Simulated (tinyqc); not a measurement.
## Film thickness from the threshold shift

Inverse problem. Undoped body with a flat potential across it, hard walls, transport along x. One isotropic valley (g = 1, mx = my = mz = me). Non-parabolicity enters the subband edges through E (1 + al E) = gamma, so E = 2 gamma/(1 + sqrt(1 + 4 al gamma)); motion within a subband is taken as parabolic with the band-edge mass. Energies are counted from the bulk band edge. gamma = C (pi k/(t + dl))^2/mz, C = hbar^2/(2 m0). Each subband has N_k = g sqrt(mx my) m0 kB T/(pi hbar^2); without degeneracy n = exp(EF/Vt) sum N_k exp(-E_k/Vt). Classical value Nc times t, Nc = sum over valleys of 2 g (m m0 kB T/(2 pi hbar^2))^1.5 with m = (mx my mz)^(1/3). Threshold shift dVT = Vt ln(classical value/sum N_k exp(-E_k/Vt)). Find t and the lowest subband edge.

Values chosen for this exercise; masses close to those of InAs: temperature T = 300 K; mass at the band edge me = 0.0232 m0; non-parabolicity al = 2.5 1/eV; widening of the box by penetration into the insulator dl = 0.2 nm.

Constants: q = 1.602176634e-19 C, kB = 1.380649e-23 J/K, hbar = 1.054571817e-34 J s, m0 = 9.1093837015e-31 kg, Vt = kB T/q, hbar^2/(2 m0) = 0.0380998212 eV nm^2. Results are converted to the units shown.

dVT = 340.47683 mV

Solution. dVT is evaluated for trial values of t with all subbands; between 1.5 and 25 nm one value matches.

t = 4.40 nm
E_1 = 389 meV

Program tinyqc, `OMP_NUM_THREADS=1 python tinyqc.py 2350028 2350029 out.jsonl`; Intel Xeon 2.30GHz, shared host, one thread, about 0.02 s.
